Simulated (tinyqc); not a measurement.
What moves the populations: electrons shared among three sets of ellipsoidal valleys.

F_j(eta) = (1/Gamma(j + 1)) integral_0^infinity x^j dx/(1 + exp(x - eta)), which tends to exp(eta) for eta << 0.

Sets L, Gamma, Delta: N_i = M_i times N = 2 (m kB T/(4 pi c))^(3/2) with c = hbar^2/2m0, in 1/angstrom^3; times 1e24 for 1/cm^3, m = (ml mt^2)^(1/3); n = sum_i N_i F_1/2((EF - dE_i)/kT), energies from the edge of the first set; mu_drift = sum of share times mobility.

Constants: hbar^2/2m0 = 3.80998211 eV angstrom^2; kB = 8.617333262e-05 eV/K.

Inputs chosen for the exercise (masses and offsets near those of Ge; mobilities are free inputs, held fixed; the results hold for these values, not for the real material):
- dE = (0, 0.121, 0.168) eV (edges of L, Gamma, Delta above the first)
- M = (4, 1, 6) (valleys in each set)
- ml = (1.657, 0.04, 0.913) m0 (longitudinal masses of L, Gamma, Delta)
- mt = (0.0816, 0.04, 0.2029) m0 (transverse masses)
- mu = (4300, 18000, 1300) cm^2/(V s) (mobility of each set)
- n = 8.8e+17 1/cm^3 (total electron density)
- T = 400 K

All else solved anew.

Results for these values:
```
case,EF (eV),share L,share Gamma,share Delta,mu_drift (cm^2/(V s))
base,-0.1006,0.9783,0.0006,0.0211,4244
```

What happens to each result for dE = (0, 0.0968, 0.168) eV, all else kept?

Answer: EF does not change at the printed digits; share L falls from 0.9783 to 0.9778; share Gamma rises from 0.0006 to 0.0011; share Delta does not change at the printed digits; mu_drift rises from 4244 to 4252.

The same for each parameter in turn:
```
case,EF (eV),share L,share Gamma,share Delta,mu_drift (cm^2/(V s))
base,-0.1006,0.9783,0.0006,0.0211,4244
T = 450 K,-0.1207,0.9636,0.0008,0.0356,4205
n = 2.64e+18 1/cm^3,-0.0615,0.9775,0.0006,0.0219,4242
"dE = (0, 0.0968, 0.168) eV",-0.1006,0.9778,0.0011,0.0211,4252
"mt = (0.0816, 0.048, 0.2029) m0",-0.1006,0.9782,0.0007,0.0211,4246
"ml = (1.657, 0.048, 0.913) m0",-0.1006,0.9783,0.0006,0.0211,4245
"mu = (5160, 18000, 1300) cm^2/(V s)",-0.1006,0.9783,0.0006,0.0211,5086
```

Computed by tinyqc, a small Python program: `OMP_NUM_THREADS=1 python tinyqc.py 1650709 1650710 out.jsonl` (the numbers bound the seed that draws the inputs); one thread of a shared host (Intel(R) Xeon(R) Processor @ 2.30GHz), about 0.01 s for the whole set of steps.
